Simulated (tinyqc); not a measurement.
## Current crowding under a contact, resistor ladder against the transmission-line model: effect of the contact length

A metal contact of length d and width W on a thin layer of the same width. The metal has no resistance, the sheet resistance under it equals Rsh, and current enters the layer at the front edge x = 0.

Transfer length Lt = sqrt(rc/Rsh); front resistance Rc = (Rsh Lt/W) coth(d/Lt); end resistance Re = (Rsh Lt/W)/sinh(d/Lt).

Values chosen for this exercise: sheet resistance of the semiconductor layer Rsh = 340 ohm/sq; specific contact resistivity rc = 5.8e-8 ohm cm^2; contact width W = 8.2 um.

Effect of the contact length:
```
d (um)	d/Lt	Rc W (ohm um)	rc/d (ohm um)	Re/Rc
0.022	0.1684	266.1	263.6	0.9860
0.034	0.2603	174.4	170.6	0.9670
0.053	0.4058	115.4	109.4	0.9230
0.081	0.6202	80.56	71.60	0.8343
0.12	0.9188	61.22	48.33	0.6884
0.19	1.455	49.53	30.53	0.4428
0.3	2.297	45.31	19.33	0.1991
0.46	3.522	44.48	12.61	0.05903
0.7	5.359	44.41	8.286	0.009406
```

What does the comparison show?

Rc W falls from 266 to 44.4 ohm um, as d^(-0.97) between the first two rows. It levels off at sqrt(rc Rsh) = 44.4 ohm um and, among the rows, is within 5 % of that from d = 0.3 um on (Lt = 0.131 um): metal beyond two transfer lengths lowers Rc by less than 4 %.

tinyqc, about 0.01 s, one thread, Intel Xeon 2.30GHz (shared host): `OMP_NUM_THREADS=1 python tinyqc.py 2760088 2760089 out.jsonl`
